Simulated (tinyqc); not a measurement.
From results back to parameters: round or elliptic silicon nanowire with anisotropic valleys (Ritz method). Five cases, with inputs chosen for the exercise.

Problem. For a circular wire every level scales as 1/R^2. The lowest level of group A was computed from a hidden radius.

Wire along x = [100] on a (001) wafer, y = [010], z = [001]. Valley groups, two valleys each (w = inverse masses): A, axis along z: w_y = 1/mt, w_z = 1/ml, m_x = mt; B, axis along y: w_y = 1/ml, w_z = 1/mt, m_x = mt; C, axis along x: w_y = w_z = 1/mt, m_x = ml.

Hard wall on the ellipse (y/a)^2 + (z/b)^2 = 1, c = hbar^2/2m0. With u = y/a, v = z/b the operator is -c [(w_y/a^2) d2/du2 + (w_z/b^2) d2/dv2] on the unit disc. Basis (1 - u^2 - v^2) u^i v^j; S, X and Y are the disc integrals of f f', (df/du)(df'/du) and (df/dv)(df'/dv), from the integral of u^p v^q = 2 Gamma((p+1)/2) Gamma((q+1)/2)/((p + q + 2) Gamma((p+q+2)/2)) for even p, q; H = c (w_y X/a^2 + w_z Y/b^2).

Converged values use 21 functions of each parity class (e or o in u, then in v).

Constants: hbar^2/2m0 = 3.80998211 eV angstrom^2.

Case 1.

Values chosen (out of a larger set: near those of a Si nanowire; not measured data): ml = 0.904 m0 (longitudinal mass); mt = 0.186 m0 (transverse mass).

level = 0.060718 eV

Case 2.

Values chosen (out of a larger set: near those of a Si nanowire; not measured data): ml = 0.905 m0 (longitudinal mass); mt = 0.187 m0 (transverse mass).

level = 0.077636 eV

Case 3.

Values chosen (out of a larger set: near those of a Si nanowire; not measured data): ml = 0.922 m0 (longitudinal mass); mt = 0.193 m0 (transverse mass).

level = 0.265120 eV

Case 4.

Values chosen (out of a larger set: near those of a Si nanowire; not measured data): ml = 0.902 m0 (longitudinal mass); mt = 0.187 m0 (transverse mass).

level = 0.089180 eV

Case 5.

Values chosen (out of a larger set: near those of a Si nanowire; not measured data): ml = 0.929 m0 (longitudinal mass); mt = 0.189 m0 (transverse mass).

level = 0.053184 eV

Find: E R^2/c; R.

Solution.

Case 1.

E R^2/c = 18.423
R = 34.0 angstrom

Solve once for R = 1 and scale. The mean inverse mass would give 2.404826^2 (1/mt + 1/ml)/2 = 18.745, 1.7 % too high.

Case 2.

E R^2/c = 18.339
R = 30.0 angstrom

Solve once for R = 1 and scale. The mean inverse mass would give 2.404826^2 (1/mt + 1/ml)/2 = 18.658, 1.7 % too high.

Case 3.

E R^2/c = 17.814
R = 16.0 angstrom

Solve once for R = 1 and scale. The mean inverse mass would give 2.404826^2 (1/mt + 1/ml)/2 = 18.119, 1.7 % too high.

Case 4.

E R^2/c = 18.351
R = 28.0 angstrom

Solve once for R = 1 and scale. The mean inverse mass would give 2.404826^2 (1/mt + 1/ml)/2 = 18.669, 1.7 % too high.

Case 5.

E R^2/c = 18.091
R = 36.0 angstrom

Solve once for R = 1 and scale. The mean inverse mass would give 2.404826^2 (1/mt + 1/ml)/2 = 18.412, 1.8 % too high.

Computed by tinyqc, one run a case: `OMP_NUM_THREADS=1 python tinyqc.py N N+1 out.jsonl` with N = 1281838, 1281846, 1281892, 1281916, 1281971; one thread of a shared Intel(R) Xeon(R) Processor @ 2.30GHz, about 0.07 s a run at most.
